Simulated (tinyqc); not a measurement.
## Transistor under a ferroelectric capacitor (negative capacitance), static model: effect of the overlap capacitance per gate area

A ferroelectric film of thickness tf lies between the gate and an inner metal at potential v, which drives an ordinary transistor. One domain, P = Q (background permittivity neglected): Vg = v + tf (2 al Q + 4 be Q^3), al = -3 sqrt(3) Ec/(4 Pr), be = 3 sqrt(3) Ec/(8 Pr^3). Gate charge Q(v) = Qi + Cp v with the channel charge Qi = Cox n Vt ln(1 + exp((v - VT)/(n Vt))). Q in uC/cm^2, E in kV/cm; 1 nm times 1 kV/cm is 1e-4 V. Domains, leakage and the switching time are left out.

C = dQ/dv = Cox/(1 + exp(-(v - VT)/(n Vt))) + Cp; dVg/dv = 1 + C tf (2 al + 12 be Q^2); gain = dv/dVg. The largest gain is taken over -0.3 V < v < 2.5 V, tc is the thickness at which dVg/dv first touches zero, the swing is n Vt ln 10 (1 + 2 al tf Cp), v solves Vg(v) = Vg, and the last column compares Qi(v) with Qi(Vg) of the transistor without the film.

Values chosen for this exercise; Pr and Ec close to those of hafnium oxide based films: temperature T = 300 K; remanent polarisation Pr = 24 uC/cm^2; coercive field Ec = 1200 kV/cm; capacitance of the inner oxide Cox = 1.9 uF/cm^2; threshold of the inner transistor VT = 0.25 V; subthreshold factor of the inner transistor n = 1.13; ferroelectric thickness tf = 23 nm; gate voltage Vg = 0.13 V.

Constants: q = 1.602176634e-19 C, kB = 1.380649e-23 J/K, Vt = kB T/q. Results are converted to the units shown.

Result of one run:
```
tc (nm)  largest gain  swing (mV/decade)  v at Vg (V)  Qi with/without film
24.19           20.37              41.14       0.2211                 19.39
```

Which overlap capacitance per gate area Cp gave this result: 0.1, 0.5, 0.7, 0.9 or 1.3 uF/cm^2?

Cp = 1.3 uF/cm^2.

The whole series:
```
Cp (uF/cm^2)  tc (nm)  largest gain  swing (mV/decade)  v at Vg (V)  Qi with/without film
0.1             38.55         2.479              65.26       0.1343                 1.158
0.3             35.06         2.907              61.24       0.1433                 1.567
0.5             32.16         3.511              57.22       0.1535                 2.216
0.7             29.70         4.431              53.20       0.1655                 3.309
0.9             27.60         5.999              49.18       0.1798                 5.304
1.1             25.78         9.274              45.16       0.1974                 9.377
1.3             24.19         20.37              41.14       0.2211                 19.39
```

As Cp goes from 0.1 to 1.3 uF/cm^2, the largest gain rises from 2.48 to 20.4, the swing falls from 65.3 to 41.1 mV a decade and tc falls from 38.6 to 24.2 nm. At Cp = 1.5 uF/cm^2 tf is within 2 % of tc or beyond it, so those rows are left out. For Cp = 0.9 to 1.3 uF/cm^2 the gain relies on a single-domain state close to the fold, which domains would spoil.

Numbers from tinyqc (`OMP_NUM_THREADS=1 python tinyqc.py 2860138 2860139 out.jsonl`; about 0.03 s on one thread of a shared Intel Xeon 2.30GHz).
